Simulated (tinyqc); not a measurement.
# Square on-chip spiral inductor, lumped pi model, step by step

Program tinyqc, `OMP_NUM_THREADS=1 python tinyqc.py 2302234 2302235 out.jsonl`; Intel Xeon 2.30GHz, shared host, one thread, about 0.01 s. Printed values are rounded.

Outer diameter do = di + 2 n wd + 2 (n - 1) sp, mean da = (do + di)/2, fill p = (do - di)/(do + di), length l = 4 n da. L = 2.34 mu0 n^2 da/(1 + 2.75 p), mu0 = 4 pi 1e-7 H/m. Rs = rho l/(wd delta (1 - exp(-th/delta))), delta = sqrt(rho/(pi f mu0)). Cs = n wd^2 eps0 eo/hu across the coil. At each end Cox = l wd eps0 eo/(2 ho) leads to the substrate branch Rsi = 2 rs he/(l wd) in parallel with Csi = l wd eps0 11.7/(2 he). With one end grounded Y = 1/(Rs + i w L) + i w Cs + 1/[1/(i w Cox) + 1/(1/Rsi + i w Csi)], w = 2 pi f; Q = -Im Y/Re Y. Eddy currents in neighbouring turns and in the substrate are left out.

Parameters, values chosen for the exercise; values of the order met in silicon radio-frequency processes:
- n = 6.5 (number of turns)
- wd = 10 um (line width)
- sp = 2 um (space between turns)
- di = 80 um (inner diameter)
- th = 4 um (metal thickness)
- rho = 3 uohm cm (metal resistivity)
- ho = 3 um (oxide below the coil)
- hu = 1.5 um (oxide between coil and underpass)
- eo = 3 (relative permittivity of the oxide)
- rs = 1000 ohm cm (substrate resistivity)
- he = 80 um (effective spreading depth in the substrate)
- f = 5 GHz (frequency)

Constants: eps0 = 8.8541878128e-12 F/m. Results are converted to the units shown.

## Geometry and model elements

do, l, L, delta, Rs, Cs, Cox, Rsi and Csi as defined.

do = 232 um
l = 4056 um
L = 8.28340 nH
delta = 1.23281 um
Rs = 10.2705 ohm
Cs = 11.5104 fF
Cox = 179.563 fF
Rsi = 39447.7 ohm
Csi = 26.2611 fF

Rs is 3.38 times the direct-current value in this empirical form, which overstates the skin effect of a flat slab when delta is near th and so stands in for some current crowding.

## Admittance, quality factor and apparent inductance

Series branch 1/(Rs + i w L), substrate branch, total Y, Q = -Im Y/Re Y, apparent inductance Im(1/Y)/w, metal-only value w L/Rs, share of the loss in the substrate Re(substrate branch)/Re Y.

series branch = 0.15143-3.83677i mS
substrate branch = 0.019294+0.719828i mS
Y = 0.17072-2.75533i mS
Q = 16.1395
apparent inductance = 11.5083 nH
w L/Rs = 25.3376
share of the loss in the substrate = 11.3014 %

Q is 63.7 % of the metal-only value.
